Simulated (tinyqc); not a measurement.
Alloy A(1-x)B(x) by interpolation with bowing: sweeps and comparisons. A value that a table varies takes the place of the one given here.

Each gap follows E(x) = (1 - x) E_A + x E_B - C x (1 - x); the lattice constant follows Vegard, a(x) = (1 - x) a_A + x a_B.

Mass at Gamma from the Kane formula 1/m = F + Ep (Eg + 2 Dso/3)/(Eg (Eg + Dso)). F is fixed by the masses of A and B and interpolated linearly, as is Ep; Eg and Dso carry their bowing.

Constants: hc = 1239.841984 eV nm.

Inputs chosen for the exercise (A near InAs, B near GaAs; not measured data): a = (6.055, 5.66) angstrom (lattice constant of A, B); Eg = (0.419, 1.53) eV (gap at Gamma to the s-like level of A, B); EgX = (1.451, 1.958) eV (gap to the lowest valley along Gamma-X of A, B); EgL = (1.119, 1.796) eV (gap to L of A, B); C = (0.476, 1.213, 0.33) eV (bowing of the Gamma, X and L gaps); Dso = (0.386, 0.344) eV (spin-orbit splitting of A, B); Ep = (21.3, 26) eV (Kane energy of A, B); me = (0.0261, 0.0666) m0 (electron mass at Gamma of A, B); Cs = 0.12 eV (bowing of Dso); x = 0.64 (fraction of B).

## Gaps across the alloy

Eleven compositions.

Gaps (eV):

| x | a (angstrom) | Gamma | X | L | lowest | wavelength (nm) |
|---|---|---|---|---|---|---|
| 0.0 | 6.0550 | 0.419 | 1.451 | 1.119 | Gamma | 2959 |
| 0.1 | 6.0155 | 0.487 | 1.393 | 1.157 | Gamma | 2545 |
| 0.2 | 5.9760 | 0.565 | 1.358 | 1.202 | Gamma | 2194 |
| 0.3 | 5.9365 | 0.652 | 1.348 | 1.253 | Gamma | 1901 |
| 0.4 | 5.8970 | 0.749 | 1.363 | 1.311 | Gamma | 1655 |
| 0.5 | 5.8575 | 0.856 | 1.401 | 1.375 | Gamma | 1449 |
| 0.6 | 5.8180 | 0.971 | 1.464 | 1.446 | Gamma | 1276 |
| 0.7 | 5.7785 | 1.097 | 1.551 | 1.524 | Gamma | 1130 |
| 0.8 | 5.7390 | 1.232 | 1.663 | 1.608 | Gamma | 1007 |
| 0.9 | 5.6995 | 1.376 | 1.798 | 1.699 | Gamma | 901 |
| 1.0 | 5.6600 | 1.530 | 1.958 | 1.796 | Gamma | 810 |

The lowest valley is Gamma at every x. The Gamma gap is monotonic, since its bowing (0.476 eV) is smaller than the difference of the end gaps (1.111 eV); at x = 0.5 bowing lowers it by C/4 = 0.119 eV.

## Three ways to interpolate a mass

Linear in m, linear in 1/m, and the Kane formula.

Masses (m0):

| x | Eg (eV) | linear in m | linear in 1/m | Kane | Kane m/Eg (1/eV) |
|---|---|---|---|---|---|
| 0.000 | 0.419 | 0.0261 | 0.0261 | 0.0261 | 0.0623 |
| 0.125 | 0.506 | 0.0312 | 0.0282 | 0.0301 | 0.0595 |
| 0.250 | 0.608 | 0.0362 | 0.0308 | 0.0346 | 0.0569 |
| 0.375 | 0.724 | 0.0413 | 0.0338 | 0.0395 | 0.0545 |
| 0.500 | 0.856 | 0.0464 | 0.0375 | 0.0447 | 0.0522 |
| 0.625 | 1.002 | 0.0514 | 0.0421 | 0.0501 | 0.0500 |
| 0.750 | 1.163 | 0.0565 | 0.0480 | 0.0557 | 0.0479 |
| 0.875 | 1.339 | 0.0615 | 0.0558 | 0.0612 | 0.0457 |
| 1.000 | 1.530 | 0.0666 | 0.0666 | 0.0666 | 0.0435 |

At x = 0.5 the three give 0.0464, 0.0375 and 0.0447; judged by the largest distance, the Kane value is closer to the interpolation in m (largest distances 0.0018 m0 from the rule in m, 0.0080 m0 from the rule in 1/m). The ratio m/Eg varies by a factor of 1.43 while the gap varies by 3.65; a constant ratio is the two-band rule m = Eg/Ep at fixed Ep.

## What each parameter does

Gaps at x and the Kane mass. Each row changes one parameter from the base and keeps the others.

Results:

| case | Gamma (eV) | X (eV) | L (eV) | mass (m0) |
|---|---|---|---|---|
| base | 1.0204 | 1.4960 | 1.4762 | 0.0508 |
| x = 0.6 | 0.9714 | 1.4641 | 1.4460 | 0.0490 |
| C = (0.576, 1.313, 0.43) eV | 0.9973 | 1.4730 | 1.4532 | 0.0496 |
| Eg = (0.44, 1.53) eV | 1.0279 | 1.4960 | 1.4762 | 0.0495 |
| EgX = (1.451, 1.86) eV | 1.0204 | 1.4333 | 1.4762 | 0.0508 |
| EgL = (1.063, 1.796) eV | 1.0204 | 1.4960 | 1.4561 | 0.0508 |
| Ep = (23.4, 28.6) eV | 1.0204 | 1.4960 | 1.4762 | 0.0517 |
| Cs = 0.17 eV | 1.0204 | 1.4960 | 1.4762 | 0.0506 |

The largest shifts from the base row, up to three for each result and ties (the steps differ in size, so this ranks the rows, not the parameters). Gamma (eV): x -0.0490, C -0.0230, Eg +0.0076; unchanged at the printed digits by EgX, EgL, Ep and Cs. X (eV): EgX -0.0627, x -0.0319, C -0.0230; unchanged at the printed digits by Eg, EgL, Ep and Cs. L (eV): x -0.0302, C -0.0230, EgL -0.0202; unchanged at the printed digits by Eg, EgX, Ep and Cs. mass (m0): x -0.0018, Eg -0.0013, C -0.0012; unchanged at the printed digits by EgX and EgL.

Computed by tinyqc, a small Python program: `OMP_NUM_THREADS=1 python tinyqc.py 1050905 1050906 out.jsonl` (the numbers bound the seed that draws the inputs); one thread of a shared host (Intel(R) Xeon(R) Processor @ 2.30GHz), about 0.01 s for the whole set of steps.
